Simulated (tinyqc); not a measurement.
From results back to parameters: Stoner model of a band ferromagnet.

Problem. The moment of the weak ferromagnet is given and I is hidden.

Density of states per atom and spin: semi-elliptic, D(e) = (8 M/(pi W^2)) sqrt(W^2/4 - e^2). Levels e -/+ I m/2 for up and down spin, m = n_up - n_down, n_up + n_down = nd. At zero temperature e(N) is the energy below which N states lie, and E(m) = sum over spins of integral e D de - I m^2/4.

Values chosen for the exercise: W = 6.2 eV (band width, e from -W/2 to W/2); M = 5 (states per atom and spin); nd = 8.6 (electrons per atom).

m = 1.14138 muB

Find: e(n_up), e(n_down); I.

Solution. n_up and n_down follow from nd and m; both bands share one Fermi level, so I = (e(n_up) - e(n_down))/m.

e(n_up), e(n_down) (eV): 2.714  1.230

I = 1.30 eV

tinyqc: `OMP_NUM_THREADS=1 python tinyqc.py 1650118 1650119 out.jsonl`; about 0.6 s, one thread, shared Intel(R) Xeon(R) Processor @ 2.30GHz.
